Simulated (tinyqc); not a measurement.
Inside a calculation. Method: CCD on RHF in the sto-3g basis, for BeH2, spin multiplicity 1. One step of it, computed by the program tinyqc.

Question. Integrals over molecular orbitals. (pq|rs) = sum C_ip C_jq C_kr C_ls (ij|kl), one index at a time.

coefficients C:
```
               MO1        MO2        MO3        MO4       MO5        MO6        MO7
1Be 1s    0.991788  -0.217378   0.000000   0.000000  0.000000  -0.226142   0.000000
1Be 2s    0.031648   0.581411   0.000000   0.000000  0.000000   1.140736   0.000000
1Be 2px   0.000000   0.000000   0.000000   0.992318  0.123712   0.000000   0.000000
1Be 2py   0.000000   0.000000   0.499250   0.000000  0.000000   0.000000   1.328351
1Be 2pz   0.000000   0.000000   0.000000  -0.123712  0.992318   0.000000   0.000000
2H 1s    -0.003513   0.392827   0.416315   0.000000  0.000000  -0.773103  -0.926091
3H 1s    -0.003513   0.392827  -0.416315   0.000000  0.000000  -0.773103   0.926091
```

core Hamiltonian H = T + V (hartree):
```
            1Be 1s     1Be 2s    1Be 2px    1Be 2py    1Be 2pz      2H 1s      3H 1s
1Be 1s   -8.601575  -2.122862   0.000000   0.000000   0.000000  -0.460950  -0.460950
1Be 2s   -2.122862  -2.800664   0.000000   0.000000   0.000000  -1.142744  -1.142744
1Be 2px   0.000000   0.000000  -2.262747   0.000000   0.000000   0.000000   0.000000
1Be 2py   0.000000   0.000000   0.000000  -2.473053   0.000000  -1.219198   1.219198
1Be 2pz   0.000000   0.000000   0.000000   0.000000  -2.262747   0.000000   0.000000
2H 1s    -0.460950  -1.142744   0.000000  -1.219198   0.000000  -2.111466  -0.086300
3H 1s    -0.460950  -1.142744   0.000000   1.219198   0.000000  -0.086300  -2.111466
```

Two-electron integrals (ij|kl) in chemists' order, unique and non-zero (hartree):
```
(11|11) 2.298831    (21|11) 0.392036    (21|21) 0.079539    (22|11) 0.570988
(22|21) 0.143041    (22|22) 0.417683    (31|31) 0.014607    (32|31) 0.021888
(32|32) 0.092265    (33|11) 0.569578    (33|21) 0.143083    (33|22) 0.417589
(33|33) 0.449859    (41|41) 0.014607    (42|41) 0.021888    (42|42) 0.092265
(43|43) 0.024249    (44|11) 0.569578    (44|21) 0.143083    (44|22) 0.417589
(44|33) 0.401360    (44|44) 0.449859    (51|51) 0.014607    (52|51) 0.021888
(52|52) 0.092265    (53|53) 0.024249    (54|54) 0.024249    (55|11) 0.569578
(55|21) 0.143083    (55|22) 0.417589    (55|33) 0.401360    (55|44) 0.401360
(55|55) 0.449859    (61|11) 0.083038    (61|21) 0.016838    (61|22) 0.030530
(61|33) 0.030312    (61|41) 0.001495    (61|42) 0.002815    (61|44) 0.030982
(61|55) 0.030312    (61|61) 0.003739    (62|11) 0.198513    (62|21) 0.050442
(62|22) 0.160083    (62|33) 0.154049    (62|41) 0.006613    (62|42) 0.040283
(62|44) 0.172007    (62|55) 0.154049    (62|61) 0.011812    (62|62) 0.090738
(63|31) 0.004670    (63|32) 0.021760    (63|43) 0.007006    (63|63) 0.008429
(64|11) 0.211951    (64|21) 0.054522    (64|22) 0.181482    (64|33) 0.170726
(64|41) 0.010758    (64|42) 0.062736    (64|44) 0.202812    (64|55) 0.170726
(64|61) 0.013354    (64|62) 0.117094    (64|64) 0.156168    (65|51) 0.004670
(65|52) 0.021760    (65|54) 0.007006    (65|65) 0.008429    (66|11) 0.364953
(66|21) 0.094416    (66|22) 0.335535    (66|33) 0.311197    (66|41) 0.014641
(66|42) 0.114712    (66|44) 0.383945    (66|55) 0.311197    (66|61) 0.022707
(66|62) 0.240729    (66|64) 0.330046    (66|66) 0.774606    (71|11) 0.083038
(71|21) 0.016838    (71|22) 0.030530    (71|33) 0.030312    (71|41) -0.001495
(71|42) -0.002815   (71|44) 0.030982    (71|55) 0.030312    (71|61) 0.003413
(71|62) 0.009965    (71|64) 0.010374    (71|66) 0.018415    (71|71) 0.003739
(72|11) 0.198513    (72|21) 0.050442    (72|22) 0.160083    (72|33) 0.154049
(72|41) -0.006613   (72|42) -0.040283   (72|44) 0.172007    (72|55) 0.154049
(72|61) 0.009965    (72|62) 0.047368    (72|64) 0.048955    (72|66) 0.092786
(72|71) 0.011812    (72|72) 0.090738    (73|31) 0.004670    (73|32) 0.021760
(73|43) -0.007006   (73|63) 0.003494    (73|73) 0.008429    (74|11) -0.211951
(74|21) -0.054522   (74|22) -0.181482   (74|33) -0.170726   (74|41) 0.010758
(74|42) 0.062736    (74|44) -0.202812   (74|55) -0.170726   (74|61) -0.010374
(74|62) -0.048955   (74|64) -0.048751   (74|66) -0.094781   (74|71) -0.013354
(74|72) -0.117094   (74|74) 0.156168    (75|51) 0.004670    (75|52) 0.021760
(75|54) -0.007006   (75|65) 0.003494    (75|75) 0.008429    (76|11) 0.014615
(76|21) 0.003616    (76|22) 0.010215    (76|33) 0.010060    (76|44) 0.010519
(76|55) 0.010060    (76|61) 0.000775    (76|62) 0.004019    (76|64) 0.004626
(76|66) 0.008649    (76|71) 0.000775    (76|72) 0.004019    (76|74) -0.004626
(76|76) 0.000254    (77|11) 0.364953    (77|21) 0.094416    (77|22) 0.335535
(77|33) 0.311197    (77|41) -0.014641   (77|42) -0.114712   (77|44) 0.383945
(77|55) 0.311197    (77|61) 0.018415    (77|62) 0.092786    (77|64) 0.094781
(77|66) 0.183597    (77|71) 0.022707    (77|72) 0.240729    (77|74) -0.330046
(77|76) 0.008649    (77|77) 0.774606
```

Give: one-electron integrals over orbitals h = C^T H C; Two-electron integrals over orbitals.

Answer.

one-electron integrals over orbitals h = C^T H C (hartree):
```
         1        2        3        4        5        6        7
1  -8.5901   0.2158   0.0000   0.0000   0.0000   0.2008   0.0000
2   0.2158  -2.3814   0.0000   0.0000   0.0000  -0.2098   0.0000
3   0.0000   0.0000  -2.3320   0.0000   0.0000   0.0000  -0.2996
4   0.0000   0.0000   0.0000  -2.2627   0.0000   0.0000   0.0000
5   0.0000   0.0000   0.0000   0.0000  -2.2627   0.0000   0.0000
6   0.2008  -0.2098   0.0000   0.0000   0.0000  -1.9074   0.0000
7   0.0000   0.0000  -0.2996   0.0000   0.0000   0.0000  -1.8382
```

Two-electron integrals over orbitals (pq|rs), unique and non-zero (hartree):
```
(11|11) 2.2717    (21|11) -0.1920   (21|21) 0.0250    (22|11) 0.4723
(22|21) -0.0062   (22|22) 0.3866    (31|31) 0.0055    (32|31) 0.0125
(32|32) 0.1620    (33|11) 0.4395    (33|21) -0.0026   (33|22) 0.3993
(33|33) 0.4226    (41|41) 0.0158    (42|41) 0.0151    (42|42) 0.0483
(43|43) 0.0136    (44|11) 0.5692    (44|21) -0.0076   (44|22) 0.3614
(44|33) 0.3464    (44|44) 0.4499    (51|51) 0.0158    (52|51) 0.0151
(52|52) 0.0483    (53|53) 0.0136    (54|54) 0.0242    (55|11) 0.5692
(55|21) -0.0076   (55|22) 0.3614    (55|33) 0.3464    (55|44) 0.4014
(55|55) 0.4499    (61|11) -0.1889   (61|21) 0.0252    (61|22) -0.0063
(61|33) -0.0035   (61|44) -0.0053   (61|55) -0.0053   (61|61) 0.0255
(62|11) 0.1246    (62|21) -0.0063   (62|22) -0.0196   (62|33) -0.0439
(62|44) 0.0599    (62|55) 0.0599    (62|61) -0.0047   (62|62) 0.0802
(63|31) -0.0014   (63|32) -0.0931   (63|63) 0.0848    (64|41) 0.0163
(64|42) 0.0470    (64|64) 0.0503    (65|51) 0.0163    (65|52) 0.0470
(65|65) 0.0503    (66|11) 0.4694    (66|21) -0.0067   (66|22) 0.3869
(66|33) 0.3980    (66|44) 0.3605    (66|55) 0.3605    (66|61) -0.0064
(66|62) -0.0309   (66|66) 0.4029    (71|31) 0.0104    (71|32) 0.0192
(71|63) -0.0008   (71|71) 0.0199    (72|31) 0.0041    (72|32) -0.0416
(72|63) 0.0618    (72|71) 0.0079    (72|72) 0.0569    (73|11) 0.1458
(73|21) -0.0045   (73|22) -0.0022   (73|33) -0.0188   (73|44) 0.0649
(73|55) 0.0649    (73|61) -0.0035   (73|62) 0.0758    (73|66) -0.0230
(73|73) 0.0847    (74|43) 0.0135    (74|74) 0.0168    (75|53) 0.0135
(75|75) 0.0168    (76|31) 0.0105    (76|32) 0.1415    (76|63) -0.0932
(76|71) 0.0165    (76|72) -0.0516   (76|76) 0.1387    (77|11) 0.5625
(77|21) -0.0083   (77|22) 0.4145    (77|33) 0.4322    (77|44) 0.3847
(77|55) 0.3847    (77|61) -0.0082   (77|62) -0.0276   (77|66) 0.4236
(77|73) -0.0033   (77|77) 0.4720
```
